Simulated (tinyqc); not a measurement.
Series resistance and mobility from two gate lengths.

Inverse problem. At small Vds the total resistance times width is 2 Rs + L/(mu Q), with the same mu and Q at both lengths. Find mu and Rs.

total resistance at L = 40 and 250 nm (ohm um): [173.37868, 768.61678]
Q = 0.63 uC/cm^2

Solution. The slope against L is 1/(mu Q), and the intercept at L = 0 is 2 Rs.

mu = 560.0 cm^2/(V s)
Rs = 30.00 ohm um

tinyqc, about 0.01 s, one thread, Intel Xeon 2.30GHz (shared host): `OMP_NUM_THREADS=1 python tinyqc.py 2380029 2380030 out.jsonl`
